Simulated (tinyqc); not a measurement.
Impurity band of shallow donors (Hubbard estimate): sweeps and comparisons. A value that a table varies takes the place of the one given here.

Constants: e^2/(4 pi eps0) = 14.39964547 eV angstrom.

Values chosen for the exercise (near those of two donors in GaN; not measured data):
- a = 22.9 angstrom (orbital radius)
- eps = 9.7 (dielectric constant)
- Ns = (0.018, 0.046, 0.11, 0.28, 0.64, 1.4, 2.8) x 1e18/cm^3 (donor densities)
- R = 142 angstrom (separation)

## From lone donors to an impurity band

Donors on a simple cubic lattice of spacing R = N^(-1/3) (1/angstrom^3 = 1e24/cm^3), Ha* = q/(eps a), q = e^2/(4 pi eps0), x = R/a. Hopping t = Ha* (1 + x) exp(-x), band width B = 12 t, on-site repulsion U = (5/8) Ha*; the gap closes near B/U = 1.15. Valley factors and disorder are left out.

Results:
```
N (1e18/cm^3),R (angstrom),N^(1/3) a,t (meV),B (meV),B/U
0.018,381.6,0.060,6.64e-05,0.000797,1.97e-05
0.046,279.1,0.082,0.00435,0.0523,0.00129
0.11,208.7,0.110,0.0722,0.866,0.0214
0.28,152.9,0.150,0.628,7.54,0.186
0.64,116.0,0.197,2.48,29.7,0.734
1.4,89.4,0.256,6.41,76.9,1.90
2.8,70.9,0.323,12.0,144,3.55
```

B/U passes 1.15 between 0.64 and 1.4 x 1e18/cm^3; the root is x = 4.52, N^(1/3) a = 0.221, N = 0.9 x 1e18/cm^3, below the 1.5 that the empirical rule N^(1/3) a = 0.26 gives; the estimate is rough, since random positions, the overlap of the orbitals and screening are left out. While N grows by 156 times, t grows by 1.8e+05 times.

## What each parameter does (pair of shallow donors (hydrogen-like orbitals))

Each donor has the orbital exp(-r/a); energy unit Ha* = q/(eps a), q = e^2/(4 pi eps0), so that a lone donor is bound by Ha*/2; x = R/a. One electron: S = (1 + x + x^2/3) exp(-x), j = 1/x - (1 + 1/x) exp(-2x), k = (1 + x) exp(-x); levels E(+/-) = -1/2 - (j +/- k)/(1 +/- S) in Ha*, without the repulsion of the ions, split by D = |E(-) - E(+)|.

Two electrons, Heitler-London: with S' = (1 - x + x^2/3) exp(x), C = 1/x - exp(-2x)(1/x + 11/8 + 3x/4 + x^2/6), X = (1/5){exp(-2x)(25/8 - 23x/4 - 3x^2 - x^3/3) + (6/x)[S^2 (0.5772157 + ln x) + S'^2 Ei(-4x) - 2 S S' Ei(-2x)]}, Q = C - 2j + 1/x and A = X - 2 S k + S^2/x, the singlet and triplet lie at (Q +/- w A)/(1 +/- w S^2) from two lone donors, with the valley weight w = 1 (one valley); the exchange is J = triplet - singlet.

x, D = |E(-) - E(+)| and J. Each row changes one parameter from the base and keeps the others.

Results:
```
case,x,D (meV),J (micro-eV)
base,6.201,1.046,42.0
a = 25.2 angstrom,5.635,1.512,95.9
eps = 10.7,6.201,0.9483,38.1
R = 163 angstrom,7.118,0.4841,9.12
```

The largest shifts from the base row, up to three for each result and ties (the steps differ in size, so this ranks the rows, not the parameters). x: R +0.917, a -0.566; unchanged at the printed digits by eps. D (meV): R -0.562, a +0.466, eps -0.0978. J (micro-eV): a +53.8, R -32.9, eps -3.93.

Run: tinyqc, `OMP_NUM_THREADS=1 python tinyqc.py 1281398 1281399 out.jsonl`; Intel(R) Xeon(R) Processor @ 2.30GHz, one thread, shared host; about 0.01 s of CPU time with all checks.
